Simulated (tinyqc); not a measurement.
Worked calculation: lateral field, substrate current, probability of reaching the oxide barrier and hot-carrier lifetime of a silicon transistor (pseudo-two-dimensional and lucky-electron models). Computed by tinyqc, a small Python program that keeps every step. Command: `OMP_NUM_THREADS=1 python tinyqc.py 3017722 3017723 out.jsonl hotcar walk`. One thread of a shared host (Intel(R) Xeon(R) Processor @ 2.30GHz), about 0.01 s of CPU time with the checks. Intermediate numbers are printed to about 6 digits and carried at full precision; extremes and crossings named in words are read from the listed rows.

Local-field models: a lucky carrier gains its energy at the peak field over a path free of collisions. Voltages are magnitudes.

Inputs (values chosen for the exercise, modelled on a silicon p-channel):
```
quantity                                value                      unit
channel length L                          280                        nm
oxide thickness t                         6.6                        nm
junction depth x_j                         42                        nm
mobility mu                               140                cm^2/(V s)
saturation velocity v_s                   0.7                  1e7 cm/s
threshold voltage V_T                    0.44                         V
gate voltage V_G                          1.9                         V
drain voltage V_D                         3.6                         V
ionisation prefactor A_i              9.1e+06                      1/cm
ionisation field B_i                      3.7                     MV/cm
hot-carrier mean free path lambda         4.7                        nm
oxide barrier phi_b                       4.6                        eV
interface-trap threshold phi_it           4.6                        eV
lifetime constant H                       100  s microampere/micrometre
length of the depleted extension L_n       18                        nm
```

Drain: lightly doped extension.

Constants: eps_0 = 8.8541878128e-12 F/m.

## Saturation point and current

C_ox = 3.9 eps_0/t; F_sat = 2 v_s/mu; V_Dsat = V_ov F_sat L/(V_ov + F_sat L), V_ov = V_G - V_T; I_D/W = C_ox v_s (V_ov - V_Dsat).

F_sat = 100 kV/cm

V_Dsat = 0.959624 V

drain current I_D/W = 183.258 microampere/micrometre

## Peak lateral field

Scale length l = 0.22 t^(1/3) x_j^(1/2) (all in cm); F_m = sqrt(((V_D - V_Dsat)/l_e)^2 + F_sat^2), with l_e = l + L_n; length of the velocity-saturated region l_e ln((V_D - V_Dsat)/(l_e F_sat) + F_m/F_sat).

scale length l = 39.2550 nm

peak field F_m = 471.878 kV/cm

velocity-saturated length = 127.866 nm

energy gained over one free path, e lambda F_m = 0.221783 eV

The field rises from F_sat to F_m as cosh(x/l_e), a factor 4.7, over 46 % of L. Caution: the empirical formula for l was fitted to oxides of about 15 nm or more; for thinner ones it is an extrapolation. Caution: e V_D is below phi_b or phi_it, so the available energy, not the field, limits hot carriers, and the lucky-electron formulas overstate them.

## Hot-carrier currents and lifetime

Substrate current I_sub/I_D = (A_i/B_i)(V_D - V_Dsat) exp(-B_i/F_m); probability of reaching the oxide barrier exp(-phi_b/(e lambda F_m)); lifetime tau = (H/(I_D/W)) exp(phi_it/(e lambda F_m)).

I_sub/I_D = 0.00255387

substrate current I_sub/W = 0.468018 microampere/micrometre

probability of reaching phi_b = 9.82402e-10

lifetime tau = 5.55453e+08 s

exponent m = phi_it/(e lambda B_i) = 2.64520

Since both exponentials depend on 1/F_m, tau I_D scales about as (I_sub/I_D)^(-m) with m = 2.65, which lets I_sub serve as the monitor. The lifetime is 1.76 times ten years (3.156e8 s).

## Substrate current against gate voltage

The formulas are those given above.

At the given drain voltage:
```
V_G (V)  V_Dsat (V)  I_D/W (microampere/micrometre)  F_m (kV/cm)  I_sub/W (microampere/micrometre)      tau (s)
0.62        0.16913                           3.982      607.513                          0.076087  2.49189e+08
0.79        0.31111                          14.243      583.067                          0.202096  1.36891e+08
1.10        0.53410                          46.108      544.738                          0.390245  1.37762e+08
1.40        0.71489                          89.768      513.731                          0.474508  2.09287e+08
1.80        0.91538                         162.837      479.432                          0.478435  4.50848e+08
2.40        1.15294                         295.578      438.939                          0.388426  1.63304e+09
2.90        1.30951                         421.359      412.360                          0.301031  4.82152e+09
3.40        1.43889                         557.094      390.476                          0.227108  1.37919e+10
4.00        1.56730                         729.811      368.841                          0.160521  4.57971e+10
```

I_sub peaks at V_G = 1.8 V, 0.50 V_D: a higher gate voltage brings more carriers but raises V_Dsat and so lowers F_m. The shortest lifetime among the rows lies at V_G = 0.79 V, below that of the largest I_sub, since tau depends more steeply on the field.

## Extrapolating accelerated tests

V_10 solves tau = 3.156e8 s at the given V_G. The extrapolation fits ln(tau) against 1/V_D at 1, 1.08, 1.16 and 1.25 times the given V_D (rounded to 3 digits) by least squares and reads off the same tau.

Stress points:
```
V_D (V)  1/V_D (1/V)      tau (s)
3.60        0.277778  5.55453e+08
3.89        0.257069  7.72181e+07
4.18        0.239234  1.50416e+07
4.50        0.222222  3.33241e+06
```

ten-year drain voltage V_10 = 3.67741 V

V_10 from the 1/V_D extrapolation = 3.67685 V

The extrapolation is 1 mV below the true value. At V_10 the available energy e V_D is below phi_it, so the model understates the lifetime there.

Checks made by the program: voltage drop as the integral of F_sat cosh(x/l_e) over the saturated length (relative difference below 1e-10).
